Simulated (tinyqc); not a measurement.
From results back to parameters: tunnelling through a thin dielectric with one trap, as a tight-binding chain. Three cases, with inputs chosen for the exercise.

Problem. A resonance has full width Gamma_L + Gamma_R and peak height 4 Gamma_L Gamma_R/(Gamma_L + Gamma_R)^2. The values come from hidden widths.

Find: larger and smaller width.

Method. The widths are (W/2)(1 +/- sqrt(1 - peak)); which belongs to which lead the line shape cannot tell.

Case 1.

full width = 43.5338 meV
peak height = 0.0926437

Solution.

larger and smaller width (meV): 42.5  1.03

Case 2.

full width = 20.6833 meV
peak height = 3.80602e-06

Solution.

larger and smaller width (meV): 20.7  1.97e-05

Case 3.

full width = 114.886 meV
peak height = 0.0472887

Solution.

larger and smaller width (meV): 114  1.37

Computed by tinyqc, one run a case: `OMP_NUM_THREADS=1 python tinyqc.py N N+1 out.jsonl` with N = 1482268, 1482342, 1482382; one thread of a shared Intel(R) Xeon(R) Processor @ 2.30GHz, about 0.1 s a run at most.
